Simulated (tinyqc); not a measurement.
Inside a calculation. Model: donor in an ellipsoidal valley (Kohn-Luttinger variational method). Computed by tinyqc, a small Python program that keeps every step. Command: `OMP_NUM_THREADS=1 python tinyqc.py 3016623 3016624 out.jsonl kohnlutt walk`. One thread of a shared host (Intel(R) Xeon(R) Processor @ 2.30GHz), about 0.06 s of CPU time with the checks. Intermediate numbers are printed to about 7 digits and carried at full precision; extremes and crossings named in words are read from the listed rows.

H = -(d^2/dx^2 + d^2/dy^2) - gamma d^2/dz^2 - 2/r in units built on m_t, with gamma = m_t/m_l and z along the valley axis. One valley; no valley-orbit or central-cell term.

Inputs (values chosen for the exercise, modelled on 3C-SiC):
```
quantity                      value  unit
transverse mass m_t           0.254   m_0
longitudinal mass m_l         0.683   m_0
dielectric constant eps        9.53     -
trial ratio b/a                0.76     -
observed depth chosen for 1s   72.3   meV
```

Constants: Ry = 13.605693123 eV; a_0 = 0.529177210903 angstrom; h x 1 THz = 4.135667696 meV.

## Effective units

Ry* = Ry m_t/eps^2, a* = a_0 eps/m_t, gamma = m_t/m_l.

Ry* = 38.05122 meV

a* = 19.85456 angstrom

gamma = 0.3718887

## Energy at a trial ratio

Trial function exp(-sqrt((x^2 + y^2)/a^2 + z^2/b^2)) with beta = b/a < 1: E = t/a^2 - u/a, t = (2 + gamma/beta^2)/3, u = 2 arcsin(sqrt(1 - beta^2))/sqrt(1 - beta^2); the best a is 2 t/u and E(beta) = -u^2/(4 t).

t = 0.8812839

u = 2.177129

best a = 0.8095835 a*

E(beta) = -1.344598 Ry*

## Minimum over the ratio

Golden-section search on beta from 0.05 to 0.999, 60 steps.

Search, first ten steps; c and d are the inner points:
```
step        low       high          c  E(c) (Ry*)          d  E(d) (Ry*)
1     0.0500000  0.9990000  0.4124857   -1.133511  0.6365143   -1.340984
2     0.4124857  0.9990000  0.6365143   -1.340984  0.7749715   -1.342128
3     0.6365143  0.9990000  0.7749715   -1.342128  0.8605428   -1.319940
4     0.6365143  0.8605428  0.7220855   -1.348453  0.7749715   -1.342128
5     0.6365143  0.7749715  0.6894002   -1.348565  0.7220855   -1.348453
6     0.6365143  0.7220855  0.6691996   -1.346902  0.6894002   -1.348565
7     0.6691996  0.7220855  0.6894002   -1.348565  0.7018849   -1.348909
8     0.6894002  0.7220855  0.7018849   -1.348909  0.7096009   -1.348877
9     0.6894002  0.7096009  0.6971162   -1.348836  0.7018849   -1.348909
10    0.6971162  0.7096009  0.7018849   -1.348909  0.7048321   -1.348918
```

best beta = 0.7043991

radius a of the 1s trial function = 16.36569 angstrom

radius b of the 1s trial function = 11.52797 angstrom

1s binding energy, trial function = 51.32800 meV

The envelope is flattened along the heavy axis; beta is close to gamma^(1/3) = 0.719.

## Levels from a Gaussian basis

Gaussian basis: g = P exp(-al (x^2 + y^2) - be z^2) with P = 1 (s-like), z (2p0) or x (2p+-); al = 0.004 x 2.6^k, k = 0..11, and be/al = 1, gamma^(-1/2) or 1/gamma (36 functions); 1/r = (2/sqrt(pi)) int exp(-t^2 r^2) dt by 48 Gauss-Legendre points after t = sqrt(al_i + al_j) tan(theta); overlap eigenvalues below 1e-10 are dropped.

1s binding energy, Gaussian basis = 51.35274 meV

2p0 binding energy = 16.50374 meV

2p+- binding energy = 11.29098 meV

The two-parameter trial function recovers 99.95 % of the 1s binding of the larger basis. 2p0, with its lobes along the heavy axis, is bound 1.46 times as strongly as 2p+-.

## Optical lines and the chemical shift

With an observed depth of 1s, the lines are 1s -> 2p0 = depth - E(2p0) and 1s -> 2p+- = depth - E(2p+-); the chemical shift is depth - E(1s, Gaussian basis); 1 meV = 1 THz/4.135667696.

line 1s -> 2p0 = 55.79626 meV

line 1s -> 2p+- = 61.00902 meV

chemical shift = 20.94726 meV

frequency of the line 1s -> 2p+- = 14.75191 THz

The spacing of the two lines, 5.213 meV, does not depend on the depth, so it is the same for every donor in this host.

## Which single mass stands for the valley

A hydrogenic level is Ry m/eps^2 for one mass m; errors are against the Gaussian basis.

1s binding energy:
```
rule                                      mass (m_0)  binding (meV)  error (%)
transverse mass                            0.2540000        38.0512  -25.90226
conductivity mass 3/(2/m_t + 1/m_l)        0.3212630        48.1277   -6.28008
density-of-states mass (m_t^2 m_l)^(1/3)   0.3532071        52.9132    3.03876
longitudinal mass                          0.6830000       102.3188   99.24708
trial function with a and b                        -        51.3280   -0.04818
mass that fits 1s                          0.3427905        51.3527    0.00000
```

The conductivity mass, which is what a spherical trial function (a = b) gives, falls short by 6.3 %, as a restricted variational bound must; the density-of-states mass is off by +3.0 %. The mass that fits lies between the two.

## Levels against anisotropy

The trial energy is minimised over beta by golden section from 0.05 to 0.999, 60 steps.

Binding energies (Ry*):
```
gamma  1s, trial  1s, Gaussians        2p0       2p+-
0.093   1.865467       1.871755  0.8137025  0.3498849
0.190   1.599056       1.601488  0.6005037  0.3244931
0.370   1.350791       1.351450  0.4348600  0.2969550
0.520   1.227004       1.227235  0.3633125  0.2815807
0.560   1.200479       1.200648  0.3488956  0.2781270
0.720   1.111929       1.111959  0.3030461  0.2661594
0.910   1.031645       1.031625  0.2644481  0.2546877
```

As gamma falls from 0.91 to 0.093, 1s deepens from 1.032 to 1.872 Ry*, on the way from the hydrogen value 1 to the two-dimensional limit 4; 2p+- moves from 0.255 to 0.350 (limits 1/4 and 4/9), while 2p0 climbs from 0.264 to 0.814 and joins 1s as gamma tends to 0. Near gamma = 1 the trial function is almost exact and can pass the Gaussian basis, whose own error is about 3e-5 Ry*.

Checks made by the program: the Gaussian basis at gamma = 1 against 1, 1/4 and 1/4 Ry* (relative difference 3e-05); trial function against Gaussian basis (relative difference 5e-04).
